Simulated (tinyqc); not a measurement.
Worked calculation: UKS/LDA (VWN5) in the sto-3g basis, for H3, spin multiplicity 2. One step of it, computed by the program tinyqc.

Problem. Iteration 2: DIIS coefficients. Solve [B -1; -1 0][c; lambda] = [0; -1] for the coefficients, which sum to one.

B (overlaps of the stored error matrices):
```
,1,2
1,7.6248328e-02,7.2445910e-02
2,7.2445910e-02,1.4145112e-01
```

Give: DIIS coefficients.

Solution.

DIIS coefficients: 0.948  0.052
